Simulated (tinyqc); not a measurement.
Reverse leakage of an n+-p junction: diffusion, generation, trap-assisted and band-to-band tunnelling: leakage components against the reverse bias.

One-sided abrupt junction in the depletion approximation, x from the junction (0) to W on the p side, field F = F0 (1 - x/W). Flat quasi-Fermi levels, long p side. Traps generate through SRH with both lifetimes shortened by 1 + Gamma (Hurkx enhancement, form for moderate fields); band-to-band generation is local and needs a total bending above Eg.

ni = sqrt(Nc Nv) exp(-Eg/(2 Vt)), Eg in volts; Vbi = Vt ln(Na Nd/ni^2); W = sqrt(2 eps0 eps_r (Vbi + VR)/(q Na)); F0 = 2 (Vbi + VR)/W; FG = sqrt(24 mt m0 (kB T)^3)/(q hbar); J_diff = q ni^2 sqrt(Dn/tau)(1 - exp(-VR/Vt))/Na. u = (Vbi + VR)(1 - x/W)^2, p = Na exp(-u/Vt), n = Nd exp((u - Vbi - VR)/Vt); G0 = ni^2 (1 - exp(-VR/Vt))/(tau (n + p + 2 ni cosh(Et/Vt))); Gamma = 2 sqrt(3 pi)(F/FG) exp((F/FG)^2); trap-assisted part G0 Gamma; G_bb = Ab F^2.5 exp(-Bb/F) with F in V/cm, zero unless Vbi + VR > Eg, and counted as zero under 1 cm^-3 s^-1. Currents are q times the integrals over 0 to W; J_bb under 1e-8 of J is printed as 0; rows with F0/FG above 2.2, beyond the range of this Gamma, are left out.

Parameters, values chosen for the exercise; band and dielectric values close to those of silicon: temperature T = 350 K; band gap Eg = 1.11 eV; relative permittivity eps_r = 11.6; conduction-band density of states at T Nc = 3.5e19 cm^-3; valence-band density of states at T Nv = 3.3e19 cm^-3; acceptor density of the lighter side Na = 6.7e17 cm^-3; donor density of the heavier side Nd = 5e19 cm^-3; SRH lifetime of both carriers at zero field tau = 1e-8 s; trap level above the intrinsic level Et = 0 eV; tunnelling mass mt = 0.27 m0; electron diffusion coefficient on the lighter side Dn = 28 cm^2/s; band-to-band prefactor Ab = 4.4e14 cm^-0.5 V^-2.5 s^-1; band-to-band field constant Bb = 1.95e7 V/cm.

Constants: q = 1.602176634e-19 C, kB = 1.380649e-23 J/K, hbar = 1.054571817e-34 J s, m0 = 9.1093837015e-31 kg, Vt = kB T/q, eps0 = 8.8541878128e-14 F/cm where lengths are in cm. Results are converted to the units shown.

Leakage components against the reverse bias:
```
VR (V)  F0 (kV/cm)  F0/FG  J_diff (A/cm^2)  J_SRH (A/cm^2)  J_TAT (A/cm^2)  J_bb (A/cm^2)  J (A/cm^2)              largest part
0.2            502   1.04          1.52e-9         2.02e-6         1.38e-5              0     1.59e-5  trap-assisted tunnelling
0.7            597   1.24          1.52e-9         5.25e-6         5.40e-5       1.91e-11     5.92e-5  trap-assisted tunnelling
1.2            679   1.40          1.52e-9         7.82e-6         1.17e-4        1.74e-9     1.25e-4  trap-assisted tunnelling
1.7            752   1.56          1.52e-9         1.00e-5         2.15e-4        4.44e-8     2.25e-4  trap-assisted tunnelling
2.2            818   1.69          1.52e-9         1.20e-5         3.69e-4        5.30e-7     3.82e-4  trap-assisted tunnelling
2.7            880   1.82          1.52e-9         1.38e-5         6.10e-4        3.85e-6     6.28e-4  trap-assisted tunnelling
3.2            937   1.94          1.52e-9         1.54e-5         9.87e-4        1.97e-5     0.00102  trap-assisted tunnelling
3.7            992   2.05          1.52e-9         1.69e-5         0.00158        7.85e-5     0.00167  trap-assisted tunnelling
4.2         1.04e3   2.16          1.52e-9         1.84e-5         0.00250        2.57e-4     0.00278  trap-assisted tunnelling
```

J rises from 1.59e-5 to 0.00278 A/cm^2. Trap-assisted tunnelling leads at VR = 0.2 and in all other rows. The ratio J_TAT/J_SRH goes from 6.83 to 136 as F0/FG goes from 1.04 to 2.16.

Range of the model: The n+ side is degenerate, so Vbi from Boltzmann statistics is only a guide.

Program tinyqc, `OMP_NUM_THREADS=1 python tinyqc.py 2290111 2290112 out.jsonl`; Intel Xeon 2.30GHz, shared host, one thread, about 0.01 s.
